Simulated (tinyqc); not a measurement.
Changing the diffusion length L: surface photovoltage measurement of the minority-carrier diffusion length in a wafer. Computed by tinyqc, a small Python program. Command: `OMP_NUM_THREADS=1 python tinyqc.py 3130225 3130226 out.jsonl spv sweep`. One thread of a shared host (Intel(R) Xeon(R) Processor @ 2.30GHz), about 0.02 s of CPU time with the checks.

Low injection, steady light, a depletion layer much thinner than 1/alpha and L. The excess density dn is taken at the front edge of the neutral region; light that reaches the back is lost.

Inputs (values chosen for the exercise, modelled on p-type silicon at room temperature):
```
quantity,value,unit
wafer thickness W,300,micrometre
diffusivity D,26.1,cm^2/s
front recombination velocity S_f,1100,cm/s
back recombination velocity S_b,11000,cm/s
photon flux entering,3.4e+11,1/(cm^2 s)
minority density at the surface barrier scale n_0,1.4e+09,1/cm^3
temperature T,298,K
wavelength,857,nm
relative noise of each reading,1,%
```

normal deviates g for the noise: [-1.46, 0.02, 0.55, 0.27, -0.01, -0.18, -0.81]

Constants: k_B = 8.617333262e-05 eV/K.

Method:
- alpha = (84.732/lambda - 76.417)^2 per cm with lambda in micrometre (an empirical fit for silicon between 0.7 and 1.05 micrometre).
- Thick wafer: dn = Phi L/((S_f + D/L)(L + 1/alpha)). Finite wafer, with s = S_b L/D, w = W/L, a = alpha L: dn = [Phi a/(a^2 - 1)] [a - B - exp(-alpha W)(a - s)/(cosh w + s sinh w)]/(S_f + B D/L), B = (sinh w + s cosh w)/(cosh w + s sinh w).
- Photovoltage V = (k_B T/e) ln(1 + dn/n_0). Lifetime = L^2/D.
- Readings y = (Phi/dn) (1 + noise x g) at 780, 830, 880, 920, 950, 975 and 995 nm; a least-squares line y = c (1/alpha + L_app) gives L_app = intercept/slope.

One run for each value:
```
diffusion length L (micrometre),apparent length L_app (micrometre),error of L_app (rounded to 0.001) (%),"dn, finite wafer (1/cm^3)",B
8,8.3,3.629,2.898e+06,1.000
15,15.3,2.253,7.914e+06,1.000
29,29.4,1.515,1.999e+07,1.000
54,54.6,1.033,4.191e+07,1.000
100,97.7,-2.276,7.625e+07,1.003
190,153.8,-19.060,1.189e+08,1.068
370,192.8,-47.902,1.499e+08,1.421
700,207.4,-70.366,1.620e+08,2.314
1300,212.0,-83.694,1.658e+08,4.098
2500,213.4,-91.465,1.670e+08,7.766
```

What does the table show?

Over the rows, apparent length L_app (micrometre) rises from 8.29 to 213 (exponent d ln y / d ln x 0.98 between the first rows and 0.010 between the last); error of L_app (rounded to 0.001) (%) falls from 3.63 to -91.5; dn, finite wafer (1/cm^3) rises from 2.90e6 to 1.67e8 (exponent d ln y / d ln x 1.6 between the first rows and 0.011 between the last).

Extremes, crossings and ranges named in words are read from the listed rows.
